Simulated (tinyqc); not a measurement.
Inversion-layer mobility, back-scattering and ballistic limit of a field-effect transistor: one step, computed by the program tinyqc. Command: `OMP_NUM_THREADS=1 python tinyqc.py 3025627 3025628 out.jsonl mos walk`. One thread of a shared host (Intel(R) Xeon(R) Processor @ 2.30GHz), about 0.01 s of CPU time with the checks.

The charge at the top of the source barrier is fixed by the gate; series resistance and short-channel effects are left out. F_j are Fermi integrals normalised to exp(eta) in the classical limit.

Problem. Effective mobility. mu_phonon = mu_ph (E_eff/1 MV/cm)^(-0.3) (T/300 K)^(-1.75); mu_rough = mu_sr (E_eff/1 MV/cm)^(-2); mu_Coulomb = mu_C (N_inv/1e12 cm^-2) (T/300 K); Matthiessen's rule adds 1/mu.

Inputs (values chosen for the exercise, modelled on a 4H-SiC n-channel):
```
quantity,value,unit
"phonon mobility at 1 MV/cm and 300 K, mu_ph",82,cm^2/(V s)
"roughness mobility at 1 MV/cm, mu_sr",61,cm^2/(V s)
"Coulomb mobility at N_inv = 1e12/cm^2, mu_C",40,cm^2/(V s)
temperature T,300,K
```

Statistics at the top of the barrier: non-degenerate.

inversion density N_inv = 1.171931e+12 1/cm^2

effective field E_eff = 0.1372927 MV/cm

Give: phonon part; roughness part; Coulomb part; effective mobility mu.

Solution.

phonon part = 148.8 cm^2/(V s)

roughness part = 3236 cm^2/(V s)

Coulomb part = 46.88 cm^2/(V s)

effective mobility mu = 35.26 cm^2/(V s)

The Coulomb part is the lowest and holds 75 % of 1/mu.
